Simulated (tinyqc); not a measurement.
Koster-Slater impurity in a tight-binding band, by Green functions and by supercells: one step, computed by the program tinyqc. Command: `OMP_NUM_THREADS=1 python tinyqc.py 3023975 3023976 out.jsonl kosterslater walk`. One thread of a shared host (Intel(R) Xeon(R) Processor @ 2.30GHz), about 0.06 s of CPU time with the checks.

One orbital per site, e(k) = -2 t sum cos(k_i) over 3 direction(s), band from -6 t to 6 t, lattice constant 1. One site has the extra energy U. Spin is left out.

Question. The host Green function outside the band. Outside the band G0(E) = (1/pi) int_0^pi dk (2/(pi z)) K(16 t^2/z^2), z = E + 2 t cos k, K the complete elliptic integral with parameter m; 200 Gauss-Legendre points. A bound state solves 1/U = G0(E). Energies: 0.05, 0.2, 0.5, 1, 2, 4 and 8 t beyond the band edge on the side of U, rounded to four digits.

Inputs (values chosen for the exercise, for a model band): hopping t = 0.91 eV; impurity potential U = 6.75 eV.

Lattice: simple cubic.

Give: Scan on the side of U.

Answer.

Scan on the side of U:
```
E (eV)  G0 (1/eV)  1/U - G0 (1/eV)
5.505      0.2577          -0.1096
5.642      0.2369          -0.0888
5.915      0.2130          -0.0649
6.370      0.1874          -0.0392
7.280      0.1549          -0.0067
9.100      0.1177           0.0304
12.740     0.0811           0.0670
```

G0 stays finite at the band edge, 0.252731/t in size, so binding needs |U| > 3.957 t.
